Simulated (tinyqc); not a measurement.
Resistance of a tapered via with liner, size effect and interface: two steps of the calculation.

A round via whose diameter grows from db at the bottom as D(z) = db + 2 z/tan(ang). The fill, of diameter D - 2 tl, starts above the bottom liner (thickness fb tl) and has rho = rho0 (1 + ks lam/(D - 2 tl)); the sidewall liner conducts in parallel with it. The bottom liner and the interface are crossed over the full area pi db^2/4. Spreading in the lines above and below is left out.

Parameters, values chosen for the exercise; fill metal close to ruthenium: diameter at the bottom db = 13 nm; height hv = 21 nm; sidewall angle ang = 87 degrees; bulk resistivity of the fill rho0 = 7.93 uohm cm; mean free path of the fill lam = 6.67 nm; size-effect factor ks = 0.7; liner on the sidewall tl = 0.2 nm; liner at the bottom over that on the sidewall fb = 0.7; resistivity of the liner rl = 310 uohm cm; interface resistivity at the bottom ri = 2e-12 ohm cm^2; ballistic conductance per area, about 3/(4 rho0 lam) Sb = 1.5e15 S/m^2.

Question 1. Slices of the via. Slices between z0 = fb tl and hv, evaluated at their midpoints: conductance per length pi/4 [(D - 2 tl)^2/rho + (D^2 - (D - 2 tl)^2)/rl], slice resistance = slice height over that. 10 slices.

Give: z; D; rho; slice resistance.

Answer 1.

```
slice  z (nm)  D (nm)  rho (uohm cm)  slice resistance (ohm)
0      1.1830  13.124         10.840                  1.7743
1      3.2690  13.343         10.791                  1.7072
2      5.3550  13.561         10.743                  1.6437
3      7.4410  13.780         10.697                  1.5837
4      9.5270  13.999         10.653                  1.5269
5      11.613  14.217         10.610                  1.4730
6      13.699  14.436         10.568                  1.4219
7      15.785  14.655         10.527                  1.3734
8      17.871  14.873         10.488                  1.3273
9      19.957  15.092         10.450                  1.2835
```

Question 2. Total resistance. R_fill = sum of the slices; R_bottom = rl fb tl/(pi db^2/4); R_interface = ri/(pi db^2/4); ballistic (Sharvin) limit 1/(Sb pi (db - 2 tl)^2/4); ideal cylinder rho0 hv/(pi db^2/4).

slice resistance, slice 0 to 9 (ohm): [1.7743228, 1.7071859, 1.6437399, 1.5837217, 1.5268913, 1.4730291, 1.4219338, 1.3734209, 1.3273209, 1.2834777]

Give: parts; R; shares; ballistic limit; ideal cylinder.

Answer 2.

parts (ohm): fill 15.115, bottom liner 3.2697, interface 1.5068
R = 19.892 ohm
shares (%): fill 75.987, bottom liner 16.438, interface 7.575
ballistic limit = 5.3466 ohm
ideal cylinder = 12.546 ohm

The fill is the largest part, and R is 1.59 times the ideal cylinder. With 2000 slices R = 19.893 ohm.

tinyqc, about 0.01 s, one thread, Intel Xeon 2.30GHz (shared host): `OMP_NUM_THREADS=1 python tinyqc.py 2750076 2750077 out.jsonl`
